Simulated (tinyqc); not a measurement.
Channel direction: nanosheet or nanowire with hard walls, valleys of the Si type.

Six ellipsoidal valleys along the cube axes: inverse mass tensor w = 1/mt + (1/ml - 1/mt) a a^T with a the unit axis. Device axes: x along the channel, z = [001], y = z x x.

Hard walls around a W x H rectangle. The block w_c of w in (y, z) confines; the transport mass follows from 1/m_x = w_xx - w_xc w_c^-1 w_cx. The cross-section problem c (w_yy ky^2 + 2 w_yz ky kz + w_zz kz^2), c = hbar^2/2m0, is solved in products sin(n pi y/W) sin(l pi z/H), n, l = 1 to 12; if w_yz = 0 the levels are c pi^2 (w_yy n^2/W^2 + w_zz l^2/H^2). The w_yz term couples (n, l) to (n', l') by -2 c w_yz D_nn'(W) D_ll'(H) with D_nm(L) = 4 n m/(L (n^2 - m^2)) for n + m odd and 0 otherwise.

Without degeneracy the line density is N1 exp((EF - Ec)/kB T) with N1 = sum 2 g sqrt(m_x kB T/(4 pi c)) exp(-E/kB T), here over n, l up to 80 where w_yz = 0 and over all levels of a 12 x 12 sine basis otherwise; the classical value is W H Nc with Nc = 2 g_all (m_dos kB T/(4 pi c))^(3/2), m_dos = (ml mt^2)^(1/3); dVt = kB T ln(W H Nc/N1).

Constants: hbar^2/2m0 = 3.80998211 eV angstrom^2; kB = 8.617333262e-05 eV/K.

Inputs chosen for the exercise (near those of Si; not measured data): ml = 0.933 m0 (longitudinal mass); mt = 0.193 m0 (transverse mass); T = 77 K (temperature); g_all = 6 (number of valleys); W = 40 angstrom (width, along y); H = 60 angstrom (height, along z = [001]).

The same rectangle along [100] and [110]; groups ordered by w_zz, then w_yy.

Lowest level of each group:

| channel, group | valleys g | w_yy | w_zz | \|w_yz\| | m_x (m0) | E (eV) |
|---|---|---|---|---|---|---|
| [100] A | 2 | 5.181 | 1.072 | 0.000 | 0.193 | 0.1330 |
| [100] B | 2 | 1.072 | 5.181 | 0.000 | 0.193 | 0.0793 |
| [100] C | 2 | 5.181 | 5.181 | 0.000 | 0.933 | 0.1759 |
| [110] A | 2 | 5.181 | 1.072 | 0.000 | 0.193 | 0.1330 |
| [110] B | 4 | 3.127 | 5.181 | 0.000 | 0.563 | 0.1276 |

The lowest subband has m_x = 0.193 m0 and 2 valleys along [100], and 0.563 m0 and 4 valleys along [110]; its edge lies at 0.0793 and 0.1276 eV. At equal energy above the edge the carriers of the [100] channel are faster by a factor 1.71.

Program tinyqc; command `OMP_NUM_THREADS=1 python tinyqc.py 1251837 1251838 out.jsonl`; about 0.03 s on one thread of a shared Intel(R) Xeon(R) Processor @ 2.30GHz.
